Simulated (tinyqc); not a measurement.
Starting guesses with plain Roothaan steps: SCF starting guesses in the sto-3g basis, for H3+, spin multiplicity 1. Computed by the program tinyqc with PySCF. Command: `OMP_NUM_THREADS=1 python tinyqc.py 113830 113831 out.jsonl`; one thread of a shared host (Intel(R) Xeon(R) Processor @ 2.60GHz), about 0.2 s.

Geometry (angstrom):
```
atom       x       y       z
H     0.0000  0.0000  0.0000
H     0.0000  0.0000  0.9520
H     0.0000  0.8240  0.4760
```

lowest restricted solution found by these runs and by PySCF = -1.246646 hartree

RHF with one setting changed at a time; a run stops when the energy changes by less than 1e-09 hartree and the error matrix is below 1e-5. Starts: the lowest orbitals of the core Hamiltonian, of the Wolfsberg-Helmholz matrix (K = 1.75), projected atomic densities, random orbitals, and the highest orbitals of the core Hamiltonian (a deliberately bad start).

Largest element of the error matrix X^T (FDS - SDF) X:
```
iteration     core  Wolfsberg-Helmholz  atomic densities   random  highest core orbitals
1          1.1e-04             4.2e-05           5.3e-05  4.9e-01                1.3e-01
2          1.4e-05             5.6e-06           1.2e-05  1.1e-01                3.0e-01
3          1.9e-06             7.5e-07           1.6e-06  1.6e-02                5.5e-02
4                -                   -                 -  2.1e-03                7.7e-03
5                -                   -                 -  2.8e-04                1.0e-03
6                -                   -                 -  3.8e-05                1.4e-04
8                -                   -                 -  6.7e-07                2.4e-06
```

How each run ends:
```
run                    iterations  E (hartree)         state
core                            3    -1.246646  lowest found
Wolfsberg-Helmholz              3    -1.246646  lowest found
atomic densities                3    -1.246646  lowest found
random                          8    -1.246646  lowest found
highest core orbitals           8    -1.246646  lowest found
```

5 of 5 runs reach the lowest restricted solution found, in 3 to 8 iterations (fastest: core, Wolfsberg-Helmholz, atomic densities). The first errors are 1e-04, 4e-05, 5e-05, 5e-01, 1e-01.
